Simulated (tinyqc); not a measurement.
Grain-boundary trapping model (Seto) of a polycrystalline semiconductor film: one step, computed by the program tinyqc.

Grains of equal size L are joined by thin boundaries with one trap level. Trapped carriers deplete a width W on each side and raise a barrier, crossed by thermionic emission. Dopants are fully ionised, statistics are non-degenerate and mu_g does not depend on T.

Problem. Activation energy. N_c(T) = N_c (T/300 K)^(3/2). Filled traps Q = Q_t/(1 + (1/2) exp((E_t* - E_F)/k_B T)), where E_t* = e V_B - E_t and E_F are counted from the band edge at the grain centre. Partial depletion: Q = 2 N W, V_B = e N W^2/(2 eps eps_0), E_F = k_B T ln(N/N_c); solve for W. If that W would exceed L/2 the grain is fully depleted: W = L/2, Q = N L, and E_F follows from the trap equation. Centre density n_0 = N_c exp(E_F/k_B T). Boundary: sigma_b = L e^2 n_0 exp(-e V_B/k_B T)/sqrt(2 pi m k_B T); rho = 1/sigma_b. Mean carrier density n_av = n_0 [(1 - 2W/L) + (2W/L) (sqrt(pi)/2) erf(y)/y], y = sqrt(e V_B/k_B T); effective mobility 1/(e n_av rho). E_a = d ln(rho)/d(1/k_B T) from T - 5 K and T + 5 K; temperature coefficient d ln(rho)/dT.

Inputs (values chosen for the exercise, modelled on polycrystalline SiGe):

| quantity | value | unit |
|---|---|---|
| permittivity eps | 13.5 | - |
| effective mass m | 0.32 | m_0 |
| effective density of states at 300 K, N_c | 1.5e+19 | 1/cm^3 |
| grain size L | 200 | nm |
| trap density Q_t | 5.4e+11 | 1/cm^2 |
| trap level E_t below the band edge | 0.54 | eV |
| doping N | 1.4e+16 | 1/cm^3 |
| temperature T | 350 | K |

Grain interior: neglected.

Constants: k_B = 8.617333262e-05 eV/K; e = 1.602176634e-19 C; eps_0 = 8.8541878128e-12 F/m; m_0 = 9.1093837015e-31 kg; k_B = 1.380649e-23 J/K.

Give: activation energy E_a; temperature coefficient.

Solution.

activation energy E_a = 0.5702 eV

temperature coefficient = -5.402 %/K
